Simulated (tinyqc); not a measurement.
Decay across the direct gap: complex band structure along [001] in sp3s* tight binding.

For k = (0, 0, kz) the phase sums are g0 = cos(phi) and g3 = i sin(phi), phi = kz a/4, and the s, pz, s* orbitals of anion (a) and cation (c) decouple from px, py. With z = exp(i phi), H(z) = H0 + z T + T^T/z for any complex z. H0 is diagonal (Esa, Epa, Exa, Esc, Epc, Exc). The anion-cation block is B(z) = z U + W/z and the cation-anion block z W^T + U^T/z, where U has Vss/2 (s,s), Vsapc/2 (s,z), -Vscpa/2 (z,s), Vxx/2 (z,z), Vxapc/2 (s*,z), -Vpaxc/2 (z,s*), and W has the same values with the s-z and s*-z signs reversed. |z| = 1 is a band state, |z| < 1 decays along [001] as exp(-kappa d) over a distance d, kappa = -(4/a) ln|z|. No spin-orbit coupling.

Constants: hbar^2/2m0 = 3.80998211 eV angstrom^2.

Values chosen for the exercise (out of a larger set: near a published set for InAs, fitted to gaps, whose masses and valley positions are rough (light masses up to twice too heavy); not measured data): p = (-9.461, 0.921, -2.733, 3.742, 7.366, 6.729, -5.664, 1.85, 4.478, 3.028, 5.497, 3.356, 3.918) eV (order Esa, Epa, Esc, Epc, Exa, Exc, Vss, Vxx, Vxy, Vsapc, Vscpa, Vxapc, Vpaxc); a = 6.056 angstrom (lattice constant).

Ev = 0.00513 eV
EG (direct gap) = 0.48554 eV

masses of this model, from the curvature at Gamma (m0): m_lh 0.03219, m_e 0.03478

kappa of the imaginary branch at Gamma against three formulas: parabolic from the valence edge, sqrt(m_lh E/c); parabolic from the conduction edge, sqrt(m_e (EG - E)/c); two-band (Franz), sqrt(m E (1 - E/EG)/c) with m = 2 m_lh m_e/(m_lh + m_e). E from Ev; c = hbar^2/2m0.

kappa (1/angstrom):

| E/EG | E (eV) | tight binding | parabolic, valence | parabolic, conduction | two-band |
|---|---|---|---|---|---|
| 0.05 | 0.0243 | 0.0140 | 0.0143 | 0.0649 | 0.0142 |
| 0.15 | 0.0728 | 0.0230 | 0.0248 | 0.0614 | 0.0233 |
| 0.25 | 0.1214 | 0.0280 | 0.0320 | 0.0577 | 0.0283 |
| 0.35 | 0.1699 | 0.0309 | 0.0379 | 0.0537 | 0.0311 |
| 0.50 | 0.2428 | 0.0326 | 0.0453 | 0.0471 | 0.0326 |
| 0.65 | 0.3156 | 0.0313 | 0.0516 | 0.0394 | 0.0311 |
| 0.75 | 0.3642 | 0.0285 | 0.0555 | 0.0333 | 0.0283 |
| 0.85 | 0.4127 | 0.0236 | 0.0590 | 0.0258 | 0.0233 |
| 0.95 | 0.4613 | 0.0145 | 0.0624 | 0.0149 | 0.0142 |

The branch joins the light-hole and conduction bands and peaks, among these rows, at E/EG = 0.50 with kappa = 0.0326 1/angstrom. At mid-gap the parabola from the conduction edge is +44 % off and the two-band form +0.1 %; over 5 nm the parabola would misstate exp(-2 kappa d) by a factor 4.25.

tinyqc: `OMP_NUM_THREADS=1 python tinyqc.py 1480454 1480455 out.jsonl`; about 0.01 s, one thread, shared Intel(R) Xeon(R) Processor @ 2.30GHz.
